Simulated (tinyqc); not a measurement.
What each parameter does: strain-driven crossing of the Gamma and L valleys in a germanium-like crystal.

Biaxial loads: e0 is the in-plane strain e_par and the normal is free. (001): e_perp = -2 (C12/C11) e_par; exx = eyy = e_par, ezz = e_perp, no shear. (111): e_perp = -(2 C11 + 4 C12 - 4 C44)/(C11 + 2 C12 + 4 C44) e_par; exx = eyy = ezz = (2 e_par + e_perp)/3 and exy = eyz = ezx = (e_perp - e_par)/3. (110): e_perp = -(C11 + 3 C12 - 2 C44)/(C11 + C12 + 2 C44) e_par; exx = eyy = (e_par + e_perp)/2, ezz = e_par, exy = (e_perp - e_par)/2, eyz = ezx = 0. Uniaxial loads: a stress along n, scaled so that n.e.n = e0, with exx = s11 sxx + s12 (syy + szz), exy = s44 sxy/2, s11 = (C11 + C12)/((C11 - C12)(C11 + 2 C12)), s12 = -C12/((C11 - C12)(C11 + 2 C12)), s44 = 1/C44.

Edges from the unstrained valence top: Gamma at Eg + ac tr(e); an L valley with unit axis u at EgL + aL tr(e) + XuL (u.e.u - tr(e)/3), u along [111], [1-1-1], [-11-1], [-1-11]; valence edges are the levels of the 6 x 6 matrix of X, Y, Z times spin with -Dso/3 + l exx + m (eyy + ezz) on the diagonal (cyclic), n exy off it, l = av + 2 b, m = av - b, n = sqrt(3) d. Spin-orbit term (Dso/3) L.sigma on X, Y, Z with (L_k)_ij = -i epsilon_kij: <X+|H|Y+> = -i Dso/3, <X+|H|Z-> = Dso/3, <Y+|H|Z-> = -i Dso/3, <Z+|H|X-> = -Dso/3, <Z+|H|Y-> = i Dso/3, <X-|H|Y-> = i Dso/3, and their conjugates; + and - are the spin along z.

Inputs chosen for the exercise (near those of Ge, gaps at low temperature; the results hold for these values, not for the real material):
- Eg = 0.884 eV (gap at Gamma to the s-like level)
- EgL = 0.745 eV (gap to L)
- Dso = 0.288 eV (spin-orbit splitting)
- ac = -8.09 eV (conduction deformation potential)
- av = 1.23 eV (valence hydrostatic potential)
- b = -2.59 eV (tetragonal shear potential)
- d = -5.2 eV (trigonal shear potential)
- aL = -1.69 eV (hydrostatic potential of the L edge, Xd + Xu/3)
- XuL = 16.47 eV (uniaxial potential, L)
- C11 = 130.3 GPa
- C12 = 49.1 GPa
- C44 = 67.8 GPa
- load = biaxial (001) (kind of strain)
- e0 = 0.0066 (size of the strain)

Direct gap, Gamma minus the lowest L edge and the valence splitting. Each row changes one parameter from the base and keeps the others.

Results:

| case | direct gap (eV) | Gamma - L (meV) | valence splitting (meV) |
|---|---|---|---|
| base | 0.7718 | 86.4 | 65.5 |
| ac = -6.8765 eV | 0.7818 | 96.3 | 65.5 |
| aL = -1.9435 eV | 0.7718 | 88.4 | 65.5 |
| C44 = 77.97 GPa | 0.7718 | 86.4 | 65.5 |
| av = 1.4145 eV | 0.7703 | 86.4 | 65.5 |
| b = -2.9785 eV | 0.7657 | 86.4 | 76.2 |
| d = -4.42 eV | 0.7718 | 86.4 | 65.5 |
| C12 = 56.465 GPa | 0.7761 | 91.1 | 70.1 |

The largest shifts from the base row, up to three for each result and ties (the steps differ in size, so this ranks the rows, not the parameters). direct gap (eV): ac +0.0100, b -0.0062, C12 +0.0043; unchanged at the printed digits by aL, C44 and d. Gamma - L (meV): ac +10.0, C12 +4.8, aL +2.1; unchanged at the printed digits by C44, av, b and d. valence splitting (meV): b +10.6, C12 +4.6; unchanged at the printed digits by ac, aL, C44, av and d.

Program tinyqc; command `OMP_NUM_THREADS=1 python tinyqc.py 1051121 1051122 out.jsonl`; about 0.01 s on one thread of a shared Intel(R) Xeon(R) Processor @ 2.30GHz.
